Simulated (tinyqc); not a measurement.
Haynes-Shockley experiment: drift, diffusion and decay of a minority-carrier pulse: one step, computed by the program tinyqc. Command: `OMP_NUM_THREADS=1 python tinyqc.py 3110479 3110480 out.jsonl haynes walk`. One thread of a shared host (Intel(R) Xeon(R) Processor @ 2.30GHz), about 0.01 s of CPU time with the checks.

A thin sheet of excess carriers is made at x = 0, t = 0 in a long uniform bar; injection is low, so the pulse moves with the minority mobility.

Task: Simple reading of the pulse. With w the full width at half maximum: mu = d/(F t_p); D = (w d)^2/(16 ln2 t_p^3); Einstein ratio D/mu against k_B T/e.

Inputs (values chosen for the exercise, modelled on electrons in p-type germanium in a lightly doped bar): minority mobility mu = 4050 cm^2/(V s); temperature T = 330 K; field F = 5.1 V/cm; distance d to the collector = 0.53 cm.

time of the peak t_p = 25.35809 microsecond

width at half maximum = 8.687801 microsecond

D = 115.1707 cm^2/s

Constants: k_B = 8.617333262e-05 eV/K.

Give: apparent mobility; apparent D; apparent D/mu; error of mu; error of D.

Result:

apparent mobility = 4098 cm^2/(V s)

apparent D = 117.2 cm^2/s

apparent D/mu = 28.61 mV

error of mu = 1.189 %

error of D = 1.797 %
